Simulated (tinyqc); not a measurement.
Worked calculation: grain-boundary diffusion: Harrison regimes, Fisher and Le Claire analysis, Hart average. Computed by tinyqc, a small Python program that keeps every step. Command: `OMP_NUM_THREADS=1 python tinyqc.py 3015509 3015510 out.jsonl gbdiff walk`. One thread of a shared host (Intel(R) Xeon(R) Processor @ 2.30GHz), about 0.01 s of CPU time with the checks. Intermediate numbers are printed to about 7 digits and carried at full precision; extremes and crossings named in words are read from the listed rows.

A boundary is a slab of width delta with diffusivity D_b, normal to a surface held at constant concentration; it leaks into grains of diffusivity D.

Inputs (values chosen for the exercise, for a model polycrystal):
```
quantity,value,unit
melting point T_m,1490,K
lattice prefactor D0,3.9e-05,m^2/s
lattice activation energy E,2.47,eV
boundary prefactor D0b,3.4e-06,m^2/s
boundary activation energy E_b,1.1,eV
boundary width delta,0.47,nm
segregation factor s,1,-
grain size d,0.47,um
temperature T,762,K
time t,13000,s
```

Constants: k_B = 8.617333262e-05 eV/K.

## Diffusivities

D = D0 exp(-E/(k_B T)), D_b = D0b exp(-E_b/(k_B T)). Triple product P = s delta D_b.

D = 1.797942e-21 m^2/s

D_b = 1.803884e-13 m^2/s

triple product P = 8.478254e-23 m^3/s

At T/T_m = 0.51 the boundary is 1.0e8 times faster than the lattice.

## Regime

l = sqrt(D t); P = s delta D_b; alpha = s delta/(2 l); beta = P/(2 D l). Regime A if l > 3 d, C if alpha > 1, B if alpha < 0.1, l < d/4 and beta > 10, otherwise a transition.

lattice diffusion length l = 0.004834589 um

alpha = 0.04860806

beta = 4876870

Regime: B

Boundaries are isolated and lose material sideways, so only the product P can be measured.

## Effective diffusivity

Hart average for parallel slabs: f = delta/d, D_eff = (s f D_b + (1 - f) D)/(1 - f + s f); share of the boundaries = s f D_b/(s f D_b + (1 - f) D); depth sqrt(D_eff t).

boundary fraction f = 0.001

D_eff = 1.803902e-16 m^2/s

share of the boundaries = 0.9999900

depth sqrt(D_eff t) = 1.531363 um

Caution: outside regime A (which needs sqrt(D t) above about 3 d) the Hart average and its depth are formal: they describe a profile only in regime A or at steady state.

## Penetration along an isolated boundary

Fisher: the mean concentration falls as exp(-y/y_F), y_F = sqrt(P) (pi t/(4 D))^(1/4), with the boundary equation P d2c/dy2 = 2 c sqrt(D/(pi t)). Le Claire (from the Whipple solution): ln c falls as -(y/y_L)^(6/5) with P = 1.322 sqrt(D/t) y_L^2.

Fisher depth y_F = 14.21404 um

Le Claire depth y_L = 13.13196 um

The tail reaches 2720 lattice lengths l; y_L/l = sqrt(2 beta/1.322).

## Lattice against boundary over temperature

D_eff = (s f D_b + (1 - f) D)/(1 - f + s f), f = delta/d; share of the boundaries = s f D_b/(s f D_b + (1 - f) D).

Diffusivities (m^2/s):
```
T/T_m,T (K),D,D_b,D_eff,share,regime
0.3,447,5.528736e-33,1.346915e-18,1.346915e-21,1.000000,C
0.4,596,5.066821e-26,1.697754e-15,1.697755e-18,1.000000,C
0.5,745,7.620814e-22,1.230823e-13,1.230831e-16,0.999994,B
0.6,894,4.643498e-19,2.139979e-12,2.140443e-15,0.999783,B
0.7,1043,4.529178e-17,1.645419e-11,1.649944e-14,0.997258,transition
0.8,1192,1.405724e-15,7.597608e-11,7.738040e-14,0.981852,A
0.9,1341,2.033535e-14,2.497081e-10,2.700231e-13,0.924766,A
1.0,1490,1.723983e-13,6.469002e-10,8.191261e-13,0.789744,A
```

The apparent activation energy of D_eff is 1.10 eV between the first rows and 1.28 eV between the last, against E_b = 1.1 and E = 2.47 eV. The boundaries carry most of the flux up to the melting point. Caution: outside regime A, D_eff and the share of the boundaries hold only at steady state.
